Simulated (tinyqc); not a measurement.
Surface photovoltage measurement of the minority-carrier diffusion length in a wafer: one step, computed by the program tinyqc.

Low injection, steady light, a depletion layer much thinner than 1/alpha and L. The excess density dn is taken at the front edge of the neutral region; light that reaches the back is lost.

Question. One wavelength. alpha = (84.732/lambda - 76.417)^2 per cm with lambda in micrometre (an empirical fit for silicon between 0.7 and 1.05 micrometre). Thick wafer: dn = Phi L/((S_f + D/L)(L + 1/alpha)). Finite wafer, with s = S_b L/D, w = W/L, a = alpha L: dn = [Phi a/(a^2 - 1)] [a - B - exp(-alpha W)(a - s)/(cosh w + s sinh w)]/(S_f + B D/L), B = (sinh w + s cosh w)/(cosh w + s sinh w). Photovoltage V = (k_B T/e) ln(1 + dn/n_0). Lifetime = L^2/D.

Inputs (values chosen for the exercise, modelled on p-type silicon at room temperature):
```
quantity,value,unit
diffusion length L,39,micrometre
wafer thickness W,775,micrometre
diffusivity D,28.1,cm^2/s
front recombination velocity S_f,270,cm/s
back recombination velocity S_b,130000,cm/s
photon flux entering,2.4e+11,1/(cm^2 s)
minority density at the surface barrier scale n_0,7.9e+10,1/cm^3
temperature T,298,K
wavelength,869,nm
```

Constants: k_B = 8.617333262e-05 eV/K.

Give: alpha; penetration depth 1/alpha; dn, thick wafer; B; dn, finite wafer; photovoltage V; lifetime.

Answer.

alpha = 444.7 1/cm

penetration depth 1/alpha = 22.49 micrometre

dn, thick wafer = 2.036e+07 1/cm^3

B = 1

dn, finite wafer = 2.036e+07 1/cm^3

photovoltage V = 0.006619 mV

lifetime = 0.5413 microsecond
